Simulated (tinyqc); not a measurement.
Rectangular fin or nanosheet with a gate all round, subbands and threshold shift from confinement: one step of the calculation.

Undoped body with a flat potential across it, hard walls, transport along x. One isotropic valley (g = 1, mx = my = mz = me). Non-parabolicity enters the subband edges through E (1 + al E) = gamma, so E = 2 gamma/(1 + sqrt(1 + 4 al gamma)); motion within a subband is taken as parabolic with the band-edge mass. Energies are counted from the bulk band edge.

Task. Threshold shift. Each subband has N_k = g sqrt(2 mx m0 kB T/(pi hbar^2)); without degeneracy n = exp(EF/Vt) sum N_k exp(-E_k/Vt). Classical value Nc times t H, Nc = sum over valleys of 2 g (m m0 kB T/(2 pi hbar^2))^1.5 with m = (mx my mz)^(1/3). Threshold shift dVT = Vt ln(classical value/sum N_k exp(-E_k/Vt)). Use the subbands listed.

Inputs (values chosen for the exercise); masses close to those of In0.53Ga0.47As: temperature T = 400 K; mass at the band edge me = 0.0416 m0; width (along y) t = 8.3 nm; height (along z) H = 49.8 nm.

Constants: q = 1.602176634e-19 C, kB = 1.380649e-23 J/K, hbar = 1.054571817e-34 J s, m0 = 9.1093837015e-31 kg, Vt = kB T/q. Results are converted to the units shown.

| subband | E_k (eV) | N_k (cm^-1) |
|---|---|---|
| 1,1 | 0.11704674 | 1.0945276e6 |
| 1,2 | 0.12536099 | 1.0945276e6 |
| 1,3 | 0.13892474 | 1.0945276e6 |
| 1,4 | 0.15734400 | 1.0945276e6 |
| 1,5 | 0.18014388 | 1.0945276e6 |

Find: shares; sum N_k exp(-E_k/Vt); Nc; classical value; dVT.

Result.

shares, subband 1,1 to 1,5 (%): [35.88, 28.19, 19.02, 11.15, 5.75]
sum N_k exp(-E_k/Vt) = 1.022e5 cm^-1
Nc = 3.278e17 cm^-3
classical value = 1.355e6 cm^-1
dVT = 89.08 mV

Range of the model: Non-parabolicity also makes carriers heavier within each subband, which is left out, so densities of states are understated at high energy.

Computed by the program tinyqc: `OMP_NUM_THREADS=1 python tinyqc.py 2350112 2350113 out.jsonl`, one thread of a shared Intel Xeon 2.30GHz, about 0.08 s for the whole run.
